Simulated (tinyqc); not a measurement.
Activation energy and ten-year temperature from two bakes.

Question. tr goes as exp(q Ex/(kB T)); ten years are 3.15576e8 s. Find Ex and the temperature T10 at which tr is ten years.

Constants: q = 1.602176634e-19 C, kB = 1.380649e-23 J/K. Results are converted to the units shown.

time to crystallise at 473 and 488 K (s): 4000  563.04042

Answer. ln tr is linear in 1/T; the line is extended to ten years.

Ex = 2.60 eV
T10 = 402 K

Program tinyqc, `OMP_NUM_THREADS=1 python tinyqc.py 2880111 2880112 out.jsonl`; Intel Xeon 2.30GHz, shared host, one thread, about 0.01 s.
